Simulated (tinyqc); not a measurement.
Worked calculation: switching kinetics of a ferroelectric film and the memory window of a ferroelectric gate stack. Computed by tinyqc, a small Python program that keeps every step. Command: `OMP_NUM_THREADS=1 python tinyqc.py 3019445 3019446 out.jsonl feswitch walk`. One thread of a shared host (Intel(R) Xeon(R) Processor @ 2.30GHz), about 0.01 s of CPU time with the checks. Intermediate numbers are printed to about 5 digits and carried at full precision; extremes and crossings named in words are read from the listed rows.

Fields in MV/cm; 1 microcoulomb/cm^2 over eps_0 is 11.29409 MV/cm. In the stack (metal, ferroelectric, interlayer, channel) the channel is taken as a conductor.

Inputs (values chosen for the exercise, for a model hafnia-based film):
```
quantity                                   value               unit
saturation polarisation P_s                   23  microcoulomb/cm^2
ratio P_r/P_s                               0.93                  -
coercive field E_c                          0.71              MV/cm
permittivity of the ferroelectric eps_F       38                  -
thickness t_F                                 19                 nm
permittivity of the interlayer eps_I         5.5                  -
interlayer thickness t_I                     1.6                 nm
share s of P screened by trapped charge      0.5                  -
pulse height V                               4.5                  V
time constant t_inf                      6.9e-11                  s
activation field E_a                         2.6              MV/cm
Merz exponent alpha                            2                  -
dimension n                                    3                  -
half width w of log10 t                     0.51                  -
pulse length t_p                         2.6e-06                  s
breakdown field of the interlayer             10              MV/cm
```

Kinetics: Kolmogorov-Avrami-Ishibashi (KAI).

## The hysteresis loop

Saturated branches: P(E) = P_s tanh[(E -/+ E_c)/(2 delta)], delta = E_c/ln[(1 + P_r/P_s)/(1 - P_r/P_s)]; D = P + eps_0 eps_F E.

delta = 0.21406 MV/cm

P on both branches (microcoulomb/cm^2) at E/E_c = -3, -2, -1, -0.5, 0, 0.5, 1, 1.5, 2, 3:
```
E (MV/cm)  rising branch  falling branch
-2.130           -23.000         -22.940
-1.420           -22.998         -21.390
-0.710           -22.940           0.000
-0.355           -22.684          15.641
0.000            -21.390          21.390
0.355            -15.641          22.684
0.710              0.000          22.940
1.065             15.641          22.988
1.420             21.390          22.998
2.130             22.940          23.000
```

peak differential permittivity eps_F + P_s/(2 delta eps_0) = 644.75

## Memory window

At threshold the channel charge is negligible, so D = 0 on each branch: (1 - s) P(E) + eps_0 eps_F E = 0, with the screened share s. The rising branch has the root E0 between 0 and E_c; window = 2 E0 t_F; its upper bound is 2 E_c t_F.

field E0 = 0.63015 MV/cm

memory window = 2.3946 V

bound 2 E_c t_F = 2.698 V

fixed-charge estimate 2 (1 - s) P_r t_F/(eps_0 eps_F) = 12.079 V

The window is limited by the coercive field: more polarisation would add little.

## Fields in the stack

Series stack: V = E_F t_F + E_I t_I and eps_I E_I = eps_F E_F + (1 - s) P/eps_0. Before switching P = -P_r, after it P = +P_s; in retention V = 0 and P = +P_r.

E_F before switching = 2.6665 MV/cm

E_F after switching = 0.24010 MV/cm

E_I after switching = 25.274 MV/cm

depolarising field in retention = 1.1692 MV/cm

depolarising field over E_c = 1.6467

The interlayer field exceeds its breakdown field. E_F ends below E_c, so the film settles on a minor loop. The depolarising field exceeds E_c, so P_r cannot be retained. Caution: the interlayer field exceeds its breakdown field, so charge injection would change the fields. Caution: E_F after switching lies below E_c, so switching stalls before P_s and that state is not reached. Caution: a depolarising field above E_c switches the film back, so P_r is not held.

## Switched share after the pulse

Merz's law: t1 = t_inf exp[(E_a/E)^alpha] at the mean of the fields before and after switching. KAI: switched share = 1 - exp[-(t/t1)^n].

mean field = 1.4533 MV/cm

switching time t1 = 1.6940e-09 s

switched share = 1

t_p is 1500 t1. A field higher by 10 % would shorten t1 by a factor 1.7. Caution: the field changes much during switching, so one mean field is a crude stand-in.

## KAI against NLS in time

KAI: 1 - exp[-(t/t1)^n]. NLS: the same kernel averaged over the Lorentzian F = (1/pi) w/[(z - log10 t1)^2 + w^2] in z = log10 tau.

Switched share:
```
log10(t/t1)     KAI      NLS
-3.0         0.0000  0.05534
-2.0         0.0000  0.08359
-1.0         0.0010  0.16687
-0.5         0.0311  0.29314
-0.2         0.2221  0.43221
0.0          0.6321  0.54430
0.2          0.9813  0.64954
0.5          1.0000  0.76329
1.0          1.0000  0.85728
2.0          1.0000  0.92307
3.0          1.0000  0.94765
```

KAI goes from 10 to 90 % within 0.45 decades of time; a Lorentzian of this width needs about 2 w tan(0.4 pi) = 3.1 decades. Three decades after t1, 5.2 % of the NLS film has not switched, and three decades before it 5.5 % already has: the tails set write margins and disturb errors.

## Interlayer thickness

Series stack: V = E_F t_F + E_I t_I and eps_I E_I = eps_F E_F + (1 - s) P/eps_0. E_I is for P = +P_s at the pulse height, the depolarising field for P = +P_r at V = 0; V needed puts E_F = 1.5 E_c after switching.

Stack against t_I:
```
t_I (nm)  E_F after (MV/cm)  E_I (MV/cm)  depolarising field / E_c  V needed (V)
0.3                  1.7993       36.046                    0.4404         2.953
0.5                  1.4782       33.828                    0.6888         3.572
0.8                  1.0645       30.969                    1.0089         4.501
1.2                  0.6105       27.833                    1.3601         5.740
1.6                  0.2401       25.274                    1.6467         6.979
2.0                 -0.0679       23.145                    1.8851         8.218
3.0                 -0.6506       19.120                    2.3358        11.315
```

Each nanometre of interlayer costs 3.10 V, against 0.11 V for a nanometre of ferroelectric. The depolarising field grows from 0.44 to 2.34 E_c. At E_F = 1.5 E_c the interlayer carries (1.5 eps_F E_c + (1 - s) P_s/eps_0)/eps_I = 31.0 MV/cm whatever its thickness, above its breakdown field of 10 MV/cm, so the voltages in the last column could not be applied without breakdown. Caution: rows with E_I above the breakdown field of the interlayer cannot be reached without charge injection. Caution: where E_F after switching is below E_c the switching stalls before P_s, and where the depolarising field exceeds E_c the state switches back, so those rows describe states that are not held.

Checks made by the program: the remanence (relative difference below 1e-10).
